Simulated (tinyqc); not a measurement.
Short-channel transistor, virtual-source model with series resistance: effect of the temperature on the on and off currents.

The current per gate width is the charge at the top of the source barrier (the virtual source) times its velocity times a saturation function; al and be are fitting constants of the model. Units: I in uA/um, Rs in ohm um, so I Rs = 1e-6 I Rs in volts; Q in uC/cm^2, so I = 1e-4 Q vx0 Fsat with vx0 in cm/s.

Intrinsic voltages Vg' = Vgs - I Rs, Vd' = Vds - 2 I Rs. n = n0 + nd Vd', VT = VT0 - dl Vd', Ff = 1/(1 + exp((Vg' - VT + al Vt/2)/(al Vt))), Q = Cinv n Vt ln(1 + exp((Vg' - VT + al Vt Ff)/(n Vt))), Vdsat = (vx0 L/mu)(1 - Ff) + Vt Ff, Fsat = u/(1 + u^be)^(1/be) with u = Vd'/Vdsat, and I = Q vx0 Fsat per width. I is solved self-consistently. Ion is I at Vgs = Vds = 0.6 V, Ioff at Vgs = 0, Vds = 0.6 V, and Rlin = Vds/I at Vgs = 0.6 V, Vds = 0.05 V. mu, vx0, VT0, dl and n0 are held fixed.

Parameters, values chosen for the exercise: inversion capacitance Cinv = 2.67 uF/cm^2; velocity at the virtual source vx0 = 3.17e7 cm/s; apparent mobility mu = 690 cm^2/(V s); channel length L = 45 nm; threshold at zero drain voltage VT0 = 0.312 V; drain-induced barrier lowering dl = 0.039 V/V; subthreshold factor n0 = 1.53; growth of n with drain voltage nd = 0 1/V; threshold shift (in units of Vt) from weak to strong inversion al = 3.5; sharpness of saturation be = 1.6; series resistance of each contact Rs = 200 ohm um.

Constants: q = 1.602176634e-19 C, kB = 1.380649e-23 J/K, Vt = kB T/q. Results are converted to the units shown.

Result of one run:

| Ion (uA/um) | Ioff (nA/um) | log10(Ion/Ioff) | Rlin (ohm um) |
|---|---|---|---|
| 905.3 | 1.454e4 | 1.794 | 484.1 |

Which temperature T gave this result: 230, 290, 380 or 410 K?

T = 410 K.

The whole series:

| T (K) | Ion (uA/um) | Ioff (nA/um) | log10(Ion/Ioff) | Rlin (ohm um) |
|---|---|---|---|---|
| 200 | 841.4 | 37.51 | 4.351 | 490.8 |
| 230 | 848.7 | 174.7 | 3.686 | 490.2 |
| 260 | 856.8 | 570.2 | 3.177 | 489.5 |
| 290 | 865.6 | 1449 | 2.776 | 488.5 |
| 320 | 875.0 | 3073 | 2.454 | 487.5 |
| 350 | 884.8 | 5684 | 2.192 | 486.4 |
| 380 | 894.9 | 9469 | 1.975 | 485.3 |
| 410 | 905.3 | 1.454e4 | 1.794 | 484.1 |

As T goes from 200 to 410 K, Ion rises from 841 to 905 uA/um, Ioff rises from 37.5 to 14500 nA/um and Rlin falls from 491 to 484 ohm um. Ion changes by a factor of 1.08 and Ioff by 388. For T = 290 to 410 K the off current passes 1 uA/um, so the device is hardly off at Vgs = 0.

tinyqc, about 0.01 s, one thread, Intel Xeon 2.30GHz (shared host): `OMP_NUM_THREADS=1 python tinyqc.py 2380017 2380018 out.jsonl`
